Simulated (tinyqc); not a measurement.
Inside a calculation. Model: energy and delay of logic against supply voltage.

tinyqc, about 0.01 s, one thread, Intel Xeon 2.30GHz (shared host): `OMP_NUM_THREADS=1 python tinyqc.py 2082183 2082184 out.jsonl` Printed values are rounded.

One expression serves below and above threshold: I(Vg) = Ik [ln(1 + exp((Vg - VT + dd V)/(al nf Vt)))]^al, with I_on = I(V) and I_off = I(0). Gate delay td = kd C V/I_on, clock period LD td. Per gate and cycle the switching energy is act C V^2 and the leakage energy I_off V LD td. No short-circuit current, no variation. Minima are sought above 0.09 V; below a few Vt gates no longer switch and the model has no meaning.

Values chosen for this exercise; values of the order met in logic technologies:
- T = 378 K (temperature)
- VT = 0.4 V (threshold voltage at zero drain bias)
- nf = 1.09 (slope factor)
- dd = 0.02 (barrier lowering per volt of supply)
- Ik = 0.35 uA (specific current of a gate)
- al = 1.71 (exponent of the current law)
- C = 0.87 fF (load capacitance of a gate)
- kd = 1.1 (delay factor)
- LD = 40 (logic depth)
- act = 0.05 (activity factor)
- V = 1.07 V (supply voltage)

Constants: q = 1.602176634e-19 C, kB = 1.380649e-23 J/K, Vt = kB T/q. Results are converted to the units shown.

## Currents, delay and energies

I_on, I_off, td, clock frequency 1/(LD td), both energies and their sum.

I_on = 22.4174 uA
I_off = 0.00817246 nA
td = 45.6784 ps
clock frequency = 0.547305 GHz
switching energy = 49.8032 aJ
leakage energy = 0.0159775 aJ
energy = 49.8191 aJ

I_on/I_off = 2.74e6; leakage makes up 0.0321 % of the energy.

## Starting value

V = 0.25 V.

V at the start = 0.25 V

## Iteration 1: new V

Minimum-energy supply: E(V) is the energy per gate and cycle; with h = 0.001 V, E' = (E(V + h) - E(V - h))/(2 h), E'' = (E(V - h) - 2 E(V) + E(V + h))/h^2, V(new) = V - E'/E''.

E' = -20.9647 aJ/V
E'' = 866.988 aJ/V^2
V after iteration 1 = 0.274181 V

## Iteration 2: new V

As before.

E' = -3.31733 aJ/V
E'' = 606.102 aJ/V^2
V after iteration 2 = 0.279654 V

## Iteration 3: new V

As before.

E' = -0.133208 aJ/V
E'' = 558.048 aJ/V^2
V after iteration 3 = 0.279893 V

## Course of the iteration

Stop when the step is below 1e-9 V, or after 40 iterations.

Course of the iteration:
```
iteration  V before the step (V)   step (V)
1                           0.25     0.0242
2                       0.274181    5.47e-3
3                       0.279654    2.39e-4
4                       0.279893    4.27e-7
5                       0.279893  -6.68e-12
```

Converged in 5 iterations. There leakage makes up 27.2 % of the energy and the clock runs at 1.15 MHz.
